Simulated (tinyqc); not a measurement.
# Changing the tracer diffusivity D*_B(0)

Model: interdiffusion in a binary couple: Darken equations, Kirkendall shift and Boltzmann-Matano analysis. Computed by tinyqc, a small Python program. Command: `OMP_NUM_THREADS=1 python tinyqc.py 3027542 3027543 out.jsonl darken sweep`. One thread of a shared host (Intel(R) Xeon(R) Processor @ 2.30GHz), about 0.1 s of CPU time with the checks.

x is the mole fraction of B; the molar volume is constant, and the two halves are long enough to count as infinite.

Inputs (values chosen for the exercise, for a model alloy A-B):

| quantity | value | unit |
|---|---|---|
| tracer diffusivity D*_A(0) | 6.4e-13 | m^2/s |
| slope k of ln D* with x | 1.7 | - |
| regular-solution parameter W | -0.034 | eV |
| temperature T | 1490 | K |
| left composition x_L | 0.32 | - |
| right composition x_R | 0.77 | - |
| time t | 12000 | s |
| composition x for the local step | 0.42 | - |

Vacancy-wind correction: none.

Constants: k_B = 8.617333262e-05 eV/K.

Method:
- D*_i(x) = D*_i(0) exp(k x); thermodynamic factor Phi = 1 - 2 W x (1 - x)/(k_B T); intrinsic D_i = D*_i Phi; interdiffusion D~ = x D_A + (1 - x) D_B.
- With lambda = z/sqrt(t), the profile solves d/dlambda (D~ dx/dlambda) + (lambda/2) dx/dlambda = 0 with x = x_L and x_R far to the left and right; z = 0 is the original interface. It is solved as a boundary-value problem in y = lambda/sqrt(D~ at the mean composition) on -12 < y < 12 (collocation, tolerance 1e-8).
- Lattice planes move with v = (D_B - D_A) dx/dz; markers from the original interface stay at one composition, where z_K = 2 t v.

One run for each value:

| tracer diffusivity D*_B(0) (m^2/s) | marker position z_K (um) | composition at the markers | interdiffusion coefficient D~ at the local x (m^2/s) |
|---|---|---|---|
| 8.00e-14 | -42.9 | 0.5256 | 7.267e-13 |
| 1.30e-13 | -37.9 | 0.5307 | 7.936e-13 |
| 2.30e-13 | -28.8 | 0.5391 | 9.273e-13 |
| 3.80e-13 | -17.0 | 0.5487 | 1.128e-12 |
| 1.10e-12 | 23.7 | 0.5724 | 2.091e-12 |
| 1.80e-12 | 51.4 | 0.5828 | 3.027e-12 |
| 3.00e-12 | 87.1 | 0.5919 | 4.631e-12 |
| 5.10e-12 | 133.1 | 0.5992 | 7.440e-12 |

Give the missing row, tracer diffusivity D*_B(0) (m^2/s) = 6.40e-13.

Computed row; columns: (1) tracer diffusivity D*_B(0) (m^2/s); (2) marker position z_K (um); (3) composition at the markers; (4) interdiffusion coefficient D~ at the local x (m^2/s):
```
(1)       (2)     (3)        (4)
6.40e-13  0.0  0.5601  1.476e-12
```

Interpolating between the two neighbouring rows (the first column on a logarithmic scale, the others too where they are positive) misses most in interdiffusion coefficient D~ at the local x (m^2/s), by 3.5 %. Over the rows, marker position z_K (um) rises from -42.9 to 133; composition at the markers rises from 0.526 to 0.599 (exponent d ln y / d ln x 0.020 between the first rows and 0.023 between the last); interdiffusion coefficient D~ at the local x (m^2/s) rises from 7.27e-13 to 7.44e-12 (exponent d ln y / d ln x 0.18 between the first rows and 0.89 between the last). The shift vanishes where D*_B = D*_A = 6.4e-13 m^2/s and changes sign there.
